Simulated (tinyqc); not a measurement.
Sheet resistance of a shallow doped layer with concentration-dependent mobility and limited activation: one step, computed by the program tinyqc.

A layer of one dopant lies in a background of the opposite type. Current flows parallel to the surface down to the junction; depletion is ignored.

Problem. Sheet resistance. C(x) = C_s exp(-x^2/(2 l^2)). Active density N = min(C, C_a); carriers n = N - C_B; mobility mu = mu_min + (mu_max - mu_min)/(1 + ((N + C_B)/N_r)^alpha). Integrals from 0 to x_j, where C = C_B (Gauss-Legendre, 60 points on each smooth piece; 1 nm = 1e-7 cm): dose int C dx, carriers int n dx, mean mobility int n mu dx/int n dx, R_s = 1/(e int n mu dx).

Inputs (values chosen for the exercise, modelled on phosphorus in silicon):

| quantity | value | unit |
|---|---|---|
| surface concentration C_s | 1.3e+20 | 1/cm^3 |
| length l | 46 | nm |
| background C_B | 1.3e+17 | 1/cm^3 |
| mobility floor mu_min | 70.1 | cm^2/(V s) |
| mobility mu_max | 1380 | cm^2/(V s) |
| reference density N_r | 8.62e+16 | 1/cm^3 |
| exponent alpha | 0.732 | - |
| anneal temperature T | 950 | C |

Profile: Gaussian.

active limit C_a = 3.915780e+20 1/cm^3

Constants: e = 1.602176634e-19 C.

Give: chemical dose; sheet carrier density; mean mobility; sheet resistance R_s; carriers per dopant atom; product R_s x_j.

Solution.

chemical dose = 7.4933e+14 1/cm^2

sheet carrier density = 7.4711e+14 1/cm^2

mean mobility = 80.726 cm^2/(V s)

sheet resistance R_s = 103.49 ohm/square

carriers per dopant atom = 0.99703

product R_s x_j = 17694 ohm nm
